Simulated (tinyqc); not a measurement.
Tail length against growth temperature: equilibrium and kinetic segregation of a solute to boundaries and growing surfaces. Computed by tinyqc, a small Python program. Command: `OMP_NUM_THREADS=1 python tinyqc.py 3019061 3019062 out.jsonl segreg walk`. One thread of a shared host (Intel(R) Xeon(R) Processor @ 2.30GHz), about 0.01 s of CPU time with the checks.

Inputs (values chosen for the exercise, for a model alloy): exchange barrier E_b = 1.49 eV; surface segregation energy E_s = 0.27 eV; growth rate = 0.12 monolayers/s.

Constants: k_B = 8.617333262e-05 eV/K.

Method. Two-state exchange during growth, dilute: jump up r_u = nu exp(-E_b/(k_B T_g)), jump back r_d = r_u exp(-E_s/(k_B T_g)), nu = 1e13 1/s. In the time 1/R of one monolayer the share carried up is p = [r_u/(r_u + r_d)] [1 - exp(-(r_u + r_d)/R)]; the tail decays as p^n, length -1/ln p monolayers; the equilibrium limit has p = r_u/(r_u + r_d).

Exchange model:
```
T_g (K)       r_u/R        p  length (monolayers)  equilibrium limit
464      5.4582e-03  0.00544           1.9181e-01             856.81
496      6.0417e-02  0.05863           3.5254e-01             554.40
523      3.6539e-01  0.30594           8.4433e-01             400.26
550      1.8518e+00  0.84120           5.7828e+00             298.40
572      6.2048e+00  0.99388           1.6286e+02             239.79
593      1.8098e+01  0.99495           1.9759e+02             197.59
626      8.4175e+01  0.99334           1.4968e+02             149.68
674      6.0182e+02  0.99052           1.0495e+02             104.95
755      9.4355e+03  0.98448           6.3930e+01              63.93
```

What does the comparison show, and why?

The length peaks among these rows at 593 K with 198 monolayers. Below, exchange freezes (r_u/R = 0.0055 in the first row); above, the length follows the equilibrium limit, about exp(E_s/(k_B T)), down to 63.9.

Extremes, crossings and ranges named in words are read from the listed rows.
